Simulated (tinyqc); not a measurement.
From results to parameters: Luttinger model of the valence bands. Computed by the program tinyqc.

Problem. In the four-band Luttinger model 1/m = g1 -/+ 2 g2 along [100] and g1 -/+ 2 g3 along [111]. Find g1, g2, g3 and the light hole mass along [111].

heavy and light hole masses along [100] (electron masses): 0.131062  0.093371
heavy hole mass along [111] = 0.232019 electron masses

Solution. The mean of the two inverse masses along [100] is g1 and a quarter of their difference is g2; g3 = (g1 - 1/m_hh[111])/2.

g1, g2, g3: 9.170  0.770  2.430
light hole mass along [111] = 0.0713 electron masses
